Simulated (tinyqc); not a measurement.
CMOS inverter, nodal equation and switching: one step of the calculation.

An n-channel pull-down (bn, VTn) and a p-channel pull-up (bp, VTp) share the input Vin and the output node Vout, which carries the load C. Transistor (EKV form, voltages against the body): I = 2 n b Vt^2 [F(vp - Vs) - F(vp - Vd)] from drain to source, F(v) = ln^2(1 + exp(v/(2 Vt))), vp = (Vg - VT + sg |Vd - Vs|)/n. n-channel bodies are at 0; for the p-channel device all voltages are counted down from Vdd. b in uA/V^2 gives I in uA. Static: In = Ip. Transient: C dVout/dt = Ip - In. No velocity saturation, no gate capacitance beyond C.

Task. Output voltage by Newton steps. f = In - Ip at (Vin, Vout); G = df/dVout by a central difference with +/- 1e-6 V; Vout(new) = Vout - f/G, the step limited to +/- 0.1 V.

Parameters, values chosen for the exercise:
- T = 400 K (temperature)
- Vdd = 0.8 V (supply voltage)
- n = 1.1 (slope factor)
- sg = 0.06 (drain-induced barrier lowering)
- VTn = 0.36 V (n-channel threshold)
- VTp = 0.41 V (p-channel threshold (magnitude))
- bn = 190 uA/V^2 (gain factor of the pull-down transistor)
- bp = 190 uA/V^2 (gain factor of the pull-up transistor)
- Vin = 0.53 V (input voltage)

Constants: q = 1.602176634e-19 C, kB = 1.380649e-23 J/K, Vt = kB T/q. Results are converted to the units shown.

Vout at the start = 0.4 V

Wanted: In; Ip; G; Vout after iteration 1.

Result.

In = 3.442 uA
Ip = 0.01909 uA
G = 1.967 uS
Vout after iteration 1 = 0.3000 V

tinyqc, about 0.05 s, one thread, Intel Xeon 2.30GHz (shared host): `OMP_NUM_THREADS=1 python tinyqc.py 2340106 2340107 out.jsonl`
